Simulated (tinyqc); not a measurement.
## Gate voltage for a given inversion charge

Problem. p-type body, charge-sheet picture, depletion and inversion only, full ionisation (an idealisation for deep acceptors), Boltzmann statistics (rough once Na exp(x - xn) passes about Nc/7). In units of Vt: xg = (Vg - Vfb)/Vt, x = psi/Vt, G = gamma/sqrt(Vt), xn = (2 phiF + Vc)/Vt. The implicit equation is (xg - x)^2 = G^2 [x - 1 + exp(x - xn)] for x above about 3. Cox = eps0 eox/tox. ni = sqrt(Nc Nv) exp(-Eg/(2 Vt)), Eg in volts; phiF = Vt ln(Na/ni); gamma = sqrt(2 q eps0 eps_r Na)/Cox. N_inv = (Cox Vt G/q) [sqrt(x - 1 + exp(x - xn)) - sqrt(x - 1)]. Find x - xn, psi and Vg.

Inputs (values chosen for the exercise); band and dielectric values close to those of silicon:
```
symbol    value   unit                                                                 meaning
T           350      K                                                             temperature
Eg         1.14     eV                                                                band gap
eps_r      11.6                                                          relative permittivity
Nc      3.57e19  cm^-3                                  conduction-band density of states at T
Nv       3.3e19  cm^-3                                     valence-band density of states at T
eox         3.9         relative permittivity of the gate insulator (close to silicon dioxide)
tox          14     nm                                                     insulator thickness
Na       1.1e16  cm^-3                                                        acceptor density
Vfb       -0.46      V                                                       flat-band voltage
Vc            0      V                                                    channel-body voltage
```

Constants: q = 1.602176634e-19 C, kB = 1.380649e-23 J/K, Vt = kB T/q, eps0 = 8.8541878128e-14 F/cm where lengths are in cm. Results are converted to the units shown.

N_inv = 4.9e10 cm^-2

Solution. N_inv rises steadily with x, so it fixes x; the implicit equation then gives xg directly.

x - xn = 2.05
psi = 0.716 V
Vg = 0.490 V

Program tinyqc, `OMP_NUM_THREADS=1 python tinyqc.py 2122013 2122014 out.jsonl`; Intel Xeon 2.30GHz, shared host, one thread, about 0.01 s.
